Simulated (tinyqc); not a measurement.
Defect equilibria of an oxide against oxygen pressure (mass action). Changing the temperature T. Computed by tinyqc, a small Python program. Command: `OMP_NUM_THREADS=1 python tinyqc.py 3023118 3023119 out.jsonl brouwer sweep`. One thread of a shared host (Intel(R) Xeon(R) Processor @ 2.30GHz), about 0.02 s of CPU time with the checks.

Defects: oxygen vacancies V (charge +2), electrons n, holes p, the ionic partner X = V_M'''' (charge -4), and the dopant. Activities are taken equal to concentrations.

Inputs (values chosen for the exercise, for a model oxide):

| quantity | value | unit |
|---|---|---|
| reduction enthalpy H_r | 5.06 | eV |
| prefactor K_r0 | 4.1e+69 | cm^-9 atm^(1/2) |
| gap E_g | 2.82 | eV |
| prefactor N_c N_v | 1.2e+42 | cm^-6 |
| disorder enthalpy H_s | 6.37 | eV |
| prefactor K_s0 | 8.5e+68 | cm^-9 |
| dopant density N_d | 2.1e+18 | cm^-3 |
| oxygen pressure P | 4e-13 | atm |
| electron mobility mu_n | 0.33 | cm^2/(V s) |
| hole mobility mu_p | 0.01 | cm^2/(V s) |
| vacancy diffusion prefactor D_0 | 0.0074 | cm^2/s |
| vacancy migration energy E_m | 0.65 | eV |

Ionic disorder: Schottky, oxide MO2. Dopant (singly charged, fully ionised): donor.

Constants: k_B = 8.617333262e-05 eV/K; e = 1.602176634e-19 C.

Method:
- K_r = K_r0 exp(-H_r/k_B T) = [V] n^2 P^(1/2); K_i = N_c N_v exp(-E_g/k_B T) = n p; K_s = K_s0 exp(-H_s/k_B T) = [X] [V]^2.
- Neutrality: 2 [V] + p + N_d = n + 4 [X]. With n as the unknown, [V] = K_r/(n^2 P^(1/2)), p = K_i/n, [X] = K_s/[V]^2; the log ratio is ln(positive/negative).
- The root is found by 60 bisections in ln n between n = 1e-10 and 1e25 cm^-3.
- sigma_n = e n mu_n, sigma_p = e p mu_p, sigma_ion = 2 e [V] mu_V with mu_V = 2 e D/(k_B T) and D = D_0 exp(-E_m/k_B T); only the oxygen vacancies carry ionic current, and the ionic transport number is sigma_ion over the total.

One run for each value:

| temperature T (K) | n (cm^-3) | [V] (cm^-3) | p (cm^-3) | total conductivity (S/cm) | ionic transport number |
|---|---|---|---|---|---|
| 700 | 1.588e+18 | 9.548e+02 | 3.761e+03 | 0.084 | 1.869e-20 |
| 800 | 2.099e+18 | 1.954e+07 | 9.815e+05 | 0.111 | 9.737e-16 |
| 900 | 2.100e+18 | 6.801e+10 | 9.240e+07 | 0.111 | 8.584e-12 |
| 1000 | 2.100e+18 | 4.634e+13 | 3.506e+09 | 0.111 | 1.217e-08 |
| 1100 | 2.119e+18 | 9.474e+15 | 6.806e+10 | 0.112 | 4.450e-06 |
| 1200 | 2.941e+18 | 4.205e+17 | 5.851e+11 | 0.156 | 2.309e-04 |
| 1300 | 7.571e+18 | 2.736e+18 | 1.852e+12 | 0.401 | 8.731e-04 |
| 1400 | 2.064e+19 | 9.270e+18 | 4.101e+12 | 1.093 | 1.524e-03 |
| 1500 | 5.129e+19 | 2.459e+19 | 7.841e+12 | 2.718 | 2.174e-03 |

What does the table show, and why?

Over the rows, n (cm^-3) rises from 1.59e18 to 5.13e19; [V] (cm^-3) rises from 955 to 2.46e19 (exponent d ln y / d ln x 74 between the first rows and 14 between the last); p (cm^-3) rises from 3760 to 7.84e12 (exponent d ln y / d ln x 42 between the first rows and 9.4 between the last). A line through ln n against 1/(k_B T) gives 0.317 eV.

Caution (rows 700, 800): X far outnumbers the oxygen vacancies, so the ionic conductivity given leaves out the majority ionic defect.
